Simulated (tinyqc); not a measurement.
Implant damage, amorphisation by cascade overlap, and solid-phase epitaxial regrowth: one step, computed by the program tinyqc.

Range and width of the damage are inputs. Dynamic annealing enters only through the surviving share f.

Problem. Isothermal regrowth. v = v0 x orientation factor x exp(-E_a/(k_B T)) x [1 + (enhancement - 1) exp(-(z - R_d)^2/(2 s_d^2))], T = anneal temperature + 273.15 K; the dopant is taken to follow the damage profile; the lower front moves from the lower edge z2 to the surface, or to the middle (z1 + z2)/2 of a buried layer with upper edge z1; time = int dz/v; the equivalent undoped distance is that time times the undoped velocity.

Inputs (values chosen for the exercise, modelled on indium ions in germanium):

| quantity | value | unit |
|---|---|---|
| depth of the damage peak R_d | 28 | nm |
| width of the damage profile s_d | 19 | nm |
| regrowth prefactor v0 | 1.9e+16 | nm/s |
| regrowth energy E_a | 2.14 | eV |
| anneal temperature | 446 | C |
| rate relative to (100) | 1 | - |
| peak enhancement by the dopant | 4.9 | - |

lower edge = 69.41934 nm

upper edge = 0 nm

Constants: k_B = 8.617333262e-05 eV/K.

Give: undoped velocity; distance to regrow; time without enhancement; equivalent undoped distance; time with enhancement.

Solution.

undoped velocity = 19.13 nm/s

distance to regrow = 69.42 nm

time without enhancement = 3.629 s

equivalent undoped distance = 23.09 nm

time with enhancement = 1.207 s

The rate doubles for each 14 K or so near this temperature.
